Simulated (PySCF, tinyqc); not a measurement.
Inside a calculation. Method: CIS and TDHF on RHF in the sto-3g basis, for H4, spin multiplicity 1. The lowest restricted solution is unstable here: a spin-polarised one lies 0.1570 hartree lower (PySCF). One step of it, computed by the program tinyqc.

Problem. CIS matrix, singlets. A(ia,jb) = (e_a - e_i) d_ij d_ab + 2 (ia|jb) - (ij|ab).

orbital energies (hartree): MO1 -0.543339, MO2 -0.206885, MO3 0.152663, MO4 0.518360

Two-electron integrals over orbitals (pq|rs), unique and non-zero (hartree):
```
p,q,r,s,(pq|rs)
1,1,1,1,0.466904
2,1,2,1,0.135791
2,2,1,1,0.458614
2,2,2,2,0.466252
3,1,3,1,0.134684
3,2,3,2,0.089379
3,3,1,1,0.458408
3,3,2,2,0.454192
3,3,3,3,0.466018
4,1,3,2,0.087383
4,1,4,1,0.085474
4,2,3,1,0.137401
4,2,4,2,0.150448
4,3,2,1,0.138417
4,3,4,3,0.151602
4,4,1,1,0.462453
4,4,2,2,0.470761
4,4,3,3,0.470780
4,4,4,4,0.488018
```

Give: CIS matrix A, singlet.

Solution.

CIS matrix A, singlet (hartree), lower triangle:
```
,1>3,1>4,2>3,2>4
1>3,0.507
1>4,0.000,0.770
2>3,0.000,0.036,0.084
2>4,0.136,0.000,0.000,0.555
```
